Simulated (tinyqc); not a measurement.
What each parameter does: band-to-band tunnelling across a p-n junction in a two-band chain.

Sites alternate A at -Eg/2 and C at +Eg/2 with hopping -t; near the edges, with k counted from the zone boundary pi/a, E^2 = (Eg/2)^2 + (t a k)^2, so t = sqrt(c Eg/m)/a gives the mass m, c = hbar^2/2m0. In the gap cosh(q a) = 1 + (Eg^2/4 - e^2)/(2 t^2), e the energy from the local mid-gap. The potential is V0 = Eg + ov on the p side (left), 0 on the n side, and falls linearly over the 2N sites of the junction, V_j = V0 (1 - j/(2N + 1)), j = 1 to 2N, site 1 being A. E = Eg/2 + x ov. A half chain that ends on a site of level e1 with neighbour e2 has g = (1 + z)/(E - e1), z = exp(-/+ i k a) the root with Im g < 0, cos(k a) = (E - e1)(E - e2)/(2 t^2) - 1. S_L = t^2 g (ending on C, shifted by V0), S_R = t^2 g (starting on A). T = 4 Im(S_L) Im(S_R) |G_(1,2N)|^2.

Constants: hbar^2/2m0 = 3.80998211 eV angstrom^2.

Inputs chosen for the exercise (gap and mass near those of InAs; the results hold for these values, not for the real material):
```
symbol  value   unit      meaning
Eg      0.356   eV        gap
m       0.0241  m0        mass of electron and light hole
a       6       angstrom  period (two sites)
ov      0.11    eV        overlap: top of the valence band on the p side above the conduction edge on the n side
Nw      40                periods in the junction
x       0.25              energy above the n-side conduction edge, as a share of ov
```

N = Nw; WKB exponent 2 I/F with I = pi Eg^2/(8 t a), F = V0/((2N + 1) a/2).

One parameter was then changed.

Results before and after:
```
case     F (MV/cm)  exponent  log10 T of the chain
base        0.1918    6.9188               -2.8284
changed     0.1918    7.2565               -2.9784
```

Which of these changes was made? (a) a = 6.5 angstrom; (b) m = 0.02651 m0; (c) Nw = 43; (d) ov = 0.16 eV; (e) x = 0.78; (f) Eg = 0.3916 eV.

Answer: (b) m = 0.02651 m0. Of the candidates, run in turn, only this one gives the changed row.

All candidates:
```
case              F (MV/cm)  exponent  log10 T of the chain
base                 0.1918    6.9188               -2.8284
Eg = 0.3916 eV       0.2064    7.4157               -3.0337
m = 0.02651 m0       0.1918    7.2565               -2.9784
ov = 0.16 eV         0.2123    6.2484               -2.5928
Nw = 43              0.1785    7.4313               -3.0563
x = 0.78             0.1918    6.9188               -2.8385
a = 6.5 angstrom     0.1770    7.4954               -3.0845
```

Run: tinyqc, `OMP_NUM_THREADS=1 python tinyqc.py 1480147 1480148 out.jsonl`; Intel(R) Xeon(R) Processor @ 2.30GHz, one thread, shared host; about 0.01 s of CPU time with all checks.
